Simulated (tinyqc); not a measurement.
Six-band Luttinger-Kohn model with strain, step by step. Values are carried at full precision from step to step, so a last printed digit may differ when a step is redone from the rounded ones.

Constants: hbar^2/2m0 = 3.80998211 eV angstrom^2.

Inputs chosen for the exercise (near those of InP; not measured data): C11 = 105.8 GPa; C12 = 59.2 GPa; C44 = 43 GPa; load = uniaxial [111] (kind of stress); X = -2.17 GPa (stress); Dso = 0.106 eV (spin-orbit splitting); g1 = 5.04 (Luttinger gamma1); g2 = 1.59 (gamma2); g3 = 2.1 (gamma3); av = 0.58 eV (valence hydrostatic potential); b = -2.01 eV (tetragonal shear potential); d = -4.83 eV (trigonal shear potential); k = (0.012, 0.054, 0) 1/angstrom (wave vector); kmax = 0.1 1/angstrom (end of the path).

## Strain from a uniaxial [111] stress

s11 = (C11 + C12)/((C11 - C12)(C11 + 2 C12)), s12 = -C12/((C11 - C12)(C11 + 2 C12)), s44 = 1/C44; exx = s11 sxx + s12 (syy + szz) and cyclic, exy = s44 sxy/2; tension is positive. A uniaxial stress X along the unit vector n is s_ij = X n_i n_j.

s11, s12, s44 (1/TPa): 15.7929  -5.6663  23.2558

strain tensor:
```
           x          y          z
x  -0.003226  -0.008411  -0.008411
y  -0.008411  -0.003226  -0.008411
z  -0.008411  -0.008411  -0.003226
```

The volume changes by -0.968 %; there is shear in the cubic axes, so d enters.

## The terms P, Q, R, S at one k

P = c g1 k^2 - av tr(e); Q = c g2 (kx^2 + ky^2 - 2 kz^2) - (b/2)(exx + eyy - 2 ezz); R = c sqrt3 [-g2 (kx^2 - ky^2) + 2i g3 kx ky] + (sqrt3/2) b (exx - eyy) - i d exy; S = 2 c sqrt3 g3 (kx - i ky) kz - d (exz - i eyz); c = hbar^2/2m0, e the strain tensor (not engineering shear).

Form the four terms.

Terms (eV):
```
term            from k        from strain
P              0.05876            0.00561
Q              0.01854            0.00000
R     0.02909+0.01796i          -0.04062i
S              0.00000  -0.04062+0.04062i
```

## The Hamiltonian

Six-band Luttinger-Kohn model in the basis |3/2,3/2>, |3/2,1/2>, |3/2,-1/2>, |3/2,-3/2>, |1/2,1/2>, |1/2,-1/2>, electron energies, zero at the top of the unstrained valence band. H = -[rows: (P+Q, -S, R, 0, -S/r2, r2 R); (-S*, P-Q, 0, R, -r2 Q, r32 S); (R*, 0, P-Q, S, r32 S*, r2 Q); (0, R*, S*, P+Q, -r2 R*, -S*/r2); (-S*/r2, -r2 Q, r32 S, -r2 R, P+Dso, 0); (r2 R*, r32 S*, r2 Q, -S/r2, 0, P+Dso)], r2 = sqrt(2), r32 = sqrt(3/2). Levels are twofold.

Each term is the sum of its two parts.

H(k) (eV), lower triangle (Hermitian):
```
                  3/2,3/2          3/2,1/2        3/2,-1/2         3/2,-3/2  1/2,1/2  1/2,-1/2
3/2,3/2           -0.0829
3/2,1/2   -0.0406-0.0406i          -0.0458
3/2,-1/2  -0.0291-0.0227i                0         -0.0458
3/2,-3/2                0  -0.0291-0.0227i  0.0406+0.0406i          -0.0829
1/2,1/2   -0.0287-0.0287i           0.0262  0.0498-0.0498i   0.0411-0.0321i  -0.1704
1/2,-1/2  -0.0411-0.0321i   0.0498+0.0498i         -0.0262  -0.0287+0.0287i        0   -0.1704
```

## Levels and their make-up

Diagonalise H. The weights add +m and -m and are averaged over each pair; m is taken along z.

levels from the top, each twofold (eV): 0.0457  -0.1185  -0.2263

weights:
```
               top  second  third
|3/2,+-3/2>  0.317   0.532  0.152
|3/2,+-1/2>  0.524   0.351  0.125
|1/2,+-1/2>  0.159   0.117  0.724
```

The top pair is 52 % |3/2,+-1/2>, the second pair is 53 % |3/2,+-3/2> and the third pair is 72 % |1/2,+-1/2>.

## Band edges at k = 0
Diagonalise H at k = 0. The weights add +m and -m (m along z) and are averaged over each pair.

edges from the top (eV): 0.1095  -0.0760  -0.1564

weights at k = 0:
```
               top  second  third
|3/2,+-3/2>  0.416   0.500  0.084
|3/2,+-1/2>  0.416   0.500  0.084
|1/2,+-1/2>  0.168   0.000  0.832
```

The stress splits the top two pairs by 185.5 meV, 7.18 times kT at 300 K (25.85 meV); the third lies 265.9 meV below the top, against Dso = 106 meV without stress.

## Polarisation of the edge transitions

In the basis X, Y, Z times spin, H(k = 0) has -Dso/3 + l exx + m (eyy + ezz) on the diagonal (cyclic) and n exy off it, l = av + 2 b, m = av - b, n = sqrt(3) d. Spin-orbit term (Dso/3) L.sigma on X, Y, Z with (L_k)_ij = -i epsilon_kij: <X+|H|Y+> = -i Dso/3, <X+|H|Z-> = Dso/3, <Y+|H|Z-> = -i Dso/3, <Z+|H|X-> = -Dso/3, <Z+|H|Y-> = i Dso/3, <X-|H|Y-> = i Dso/3, and their conjugates; + and - are the spin along z. The strength of a transition to an s-like conduction level for light polarised along the unit vector u is the weight of the orbital ux X + uy Y + uz Z in the valence state, summed over spin and averaged over the pair.

strain block of X, Y, Z (eV), lower triangle:
```
          X         Y         Z
X  -0.00561
Y   0.07036  -0.00561
Z   0.07036   0.07036  -0.00561
```

Relative strengths:
```
polarisation    top  second  third
[100]         0.333   0.333  0.333
[010]         0.333   0.333  0.333
[001]         0.333   0.333  0.333
[110]         0.648   0.167  0.185
[1-10]        0.018   0.500  0.482
[111]         0.963   0.000  0.037
```

The top pair is strongest for light along [111] (0.963) and weakest along [1-10] (0.018); without strain every direction has 1/3 on average over the fourfold top. For each polarisation the three pairs add up to 1.

## Hole masses at the edges

Curvature at k = 0: m/m0 = -2 c h^2/(E(h u) + E(-h u) - 2 E(0)) with h = 0.0002 1/angstrom along the unit vector u.

Hole masses (m0):
```
direction    top  second  third
[110]      0.111   0.340  0.315
[1-10]     0.934   0.140  0.145
[100]      0.198   0.198  0.198
[001]      0.198   0.198  0.198
```

Of the directions listed, the top pair is lightest along [110] (0.111) and heaviest along [1-10] (0.934). These masses hold only for hole energies well below the splitting of 186 meV.

## Bands along [100] and [001]

Six points from 0 to kmax in each direction.

Levels (eV):
```
direction  |k| (1/angstrom)      top   second    third  top, no stress  second, no stress
[100]                 0.000   0.1095  -0.0760  -0.1564          0.0000             0.0000
[100]                 0.020   0.1021  -0.0835  -0.1645         -0.0028            -0.0121
[100]                 0.040   0.0819  -0.1034  -0.1935         -0.0113            -0.0422
[100]                 0.060   0.0542  -0.1285  -0.2559         -0.0255            -0.0748
[100]                 0.080   0.0230  -0.1550  -0.3595         -0.0454            -0.1041
[100]                 0.100  -0.0108  -0.1840  -0.5041         -0.0709            -0.1341
[001]                 0.000   0.1095  -0.0760  -0.1564          0.0000             0.0000
[001]                 0.020   0.1021  -0.0835  -0.1645         -0.0028            -0.0121
[001]                 0.040   0.0819  -0.1034  -0.1935         -0.0113            -0.0422
[001]                 0.060   0.0542  -0.1285  -0.2559         -0.0255            -0.0748
[001]                 0.080   0.0230  -0.1550  -0.3595         -0.0454            -0.1041
[001]                 0.100  -0.0108  -0.1840  -0.5041         -0.0709            -0.1341
```

## Checks

- Levels against the same model in the basis X, Y, Z times spin: they agree to 1e-10 or better.

tinyqc: `OMP_NUM_THREADS=1 python tinyqc.py 1051393 1051394 out.jsonl`; about 0.03 s, one thread, shared Intel(R) Xeon(R) Processor @ 2.30GHz.
